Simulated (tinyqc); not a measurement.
# Changing the time step dt

Model: finite-difference solution of the diffusion equation on a small grid. Computed by tinyqc, a small Python program. Command: `OMP_NUM_THREADS=1 python tinyqc.py 3003979 3003980 out.jsonl fdiff sweep`. One thread of a shared host (Intel(R) Xeon(R) Processor @ 2.30GHz), about 0.02 s of CPU time with the checks.

dC/dt = D d2C/dx2 on nodes x_j = j dx, j = 0..11; the far end is sealed.

Inputs (values chosen for the exercise):
```
quantity           value    unit
diffusivity D       0.11  nm^2/s
grid spacing dx       25      nm
final time t_f     27200       s
loss velocity h  0.00028    nm/s
```

Boundary at x = 0: surface loss. Scheme: explicit.

start values C_j, j = 0, 1, ... (% of a reference): 1.28  14.1  65.1  100  77.6  11.8  6.67  0  0  0  0  0

Method:
- The operator M acts as (M C)_j = C_(j-1) - 2 C_j + C_(j+1); at the sealed far end a mirror node gives 2 C_(N-2) - 2 C_(N-1); at j = 0, the outward flux h C_0 gives 2 C_1 - (2 + 2 h dx/D) C_0.
- r = D dt/dx^2.
- With r = D dt/dx^2: (1 - theta r M) C(new) = (1 + (1 - theta) r M) C(old); theta = 0 explicit, 1 implicit, 1/2 Crank-Nicolson.
- The run takes n = round(t_f/dt) steps of length t_f/n.
- The dose is the trapezoidal sum of C dx; the error is the largest difference from exp(M D t/dx^2) C(0), the exact time evolution on the same grid.

One run for each value:
```
time step dt (s)  largest error at t_f (%)  mesh ratio r  final C_6 (%)  final dose (% nm)
106.25                             0.02858        0.0187         23.197             6661.2
212.50                             0.05691        0.0374         23.205             6661.2
425.00                             0.11283        0.0748         23.221             6661.0
850.00                             0.22368        0.1496         23.250             6660.7
1700.00                            0.43924        0.2992         23.299             6660.1
```

Over the rows, largest error at t_f (%) rises from 0.0286 to 0.439 (exponent d ln y / d ln x about 0.99 throughout). The exponent of largest error at t_f stays between 0.97 and 0.99, near 1: first order in the step.

Extremes, crossings and ranges named in words are read from the listed rows.
